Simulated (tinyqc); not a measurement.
Reverse leakage of an n+-p junction: diffusion, generation, trap-assisted and band-to-band tunnelling: one step of the calculation.

One-sided abrupt junction in the depletion approximation, x from the junction (0) to W on the p side, field F = F0 (1 - x/W). Flat quasi-Fermi levels, long p side. Traps generate through SRH with both lifetimes shortened by 1 + Gamma (Hurkx enhancement, form for moderate fields); band-to-band generation is local and needs a total bending above Eg.

Problem. Current components. u = (Vbi + VR)(1 - x/W)^2, p = Na exp(-u/Vt), n = Nd exp((u - Vbi - VR)/Vt); G0 = ni^2 (1 - exp(-VR/Vt))/(tau (n + p + 2 ni cosh(Et/Vt))); Gamma = 2 sqrt(3 pi)(F/FG) exp((F/FG)^2); trap-assisted part G0 Gamma; G_bb = Ab F^2.5 exp(-Bb/F) with F in V/cm, zero unless Vbi + VR > Eg. 13 equal steps.

Each current is q times the trapezoid sum of its rate; J adds J_diff; J_bb under 1e-8 of the sum is given as 0.

Constants: q = 1.602176634e-19 C. Results are converted to the units shown.

| point | x (nm) | G0 (cm^-3 s^-1) | G0 Gamma (cm^-3 s^-1) | G_bb (cm^-3 s^-1) |
|---|---|---|---|---|
| 0 | 0.00000 | 1.5960744e13 | 2.6672659e15 | 1.3013095e23 |
| 1 | 7.88034 | 1.2520190e17 | 1.2781255e19 | 2.6124457e22 |
| 2 | 15.76069 | 8.7741371e18 | 5.6160767e20 | 3.9917276e21 |
| 3 | 23.64103 | 8.9332150e18 | 3.6748649e20 | 4.2852998e20 |
| 4 | 31.52137 | 8.9333006e18 | 2.4167337e20 | 2.8807939e19 |
| 5 | 39.40172 | 8.9332868e18 | 1.6224055e20 | 1.0210259e18 |
| 6 | 47.28206 | 8.9302470e18 | 1.1077623e20 | 1.4574000e16 |
| 7 | 55.16240 | 8.6186896e18 | 7.3934567e19 | 5.3568265e13 |
| 8 | 63.04275 | 3.0809996e18 | 1.8366642e19 | ~0 |
| 9 | 70.92309 | 1.8163865e17 | 7.4660778e17 | ~0 |
| 10 | 78.80343 | 1.4969560e16 | 4.1110594e16 | ~0 |
| 11 | 86.68378 | 2.4870190e15 | 4.1925174e15 | ~0 |
| 12 | 94.56412 | 8.4659647e14 | 6.7909042e14 | ~0 |
| 13 | 102.44447 | 5.9110061e14 | 0 | 0 |

J_diff = 1.4047915e-7 A/cm^2

Give: J_SRH; J_TAT; J_bb; J.

Solution.

J_SRH = 7.137e-6 A/cm^2
J_TAT = 1.957e-4 A/cm^2
J_bb = 0.01208 A/cm^2
J = 0.01228 A/cm^2

Range of the model: The n+ side is degenerate, so Vbi from Boltzmann statistics is only a guide.

Program tinyqc, `OMP_NUM_THREADS=1 python tinyqc.py 2290017 2290018 out.jsonl`; Intel Xeon 2.30GHz, shared host, one thread, about 0.01 s.

~0 in a residual or rate marks an entry under 1e-11 of the largest of its column.
